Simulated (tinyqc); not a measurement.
## Screening length from the swing

Problem. In a simple model of a Schottky-barrier transistor a barrier thinner than d = 2.9 nm is transparent, so the effective barrier is pn - psi (1 - exp(-d/lam)) and the swing beyond flat band is Vt ln 10/(1 - exp(-d/lam)). Find the thermionic swing, lam, and the effective barrier at psi = 0.2 V.

Inputs (values chosen for the exercise):
- T = 350 K (temperature)
- pn = 0.63 eV (barrier for electrons at both contacts)

Constants: q = 1.602176634e-19 C, kB = 1.380649e-23 J/K, Vt = kB T/q. Results are converted to the units shown.

swing in the tunnelling range = 77.807596 mV/decade

Solution. The ratio of the two swings is 1 - exp(-d/lam).

Vt ln 10 = 69.4 mV/decade
lam = 1.30 nm
effective barrier = 0.451 eV

Computed by the program tinyqc: `OMP_NUM_THREADS=1 python tinyqc.py 2390133 2390134 out.jsonl`, one thread of a shared Intel Xeon 2.30GHz, about 0.07 s for the whole run.
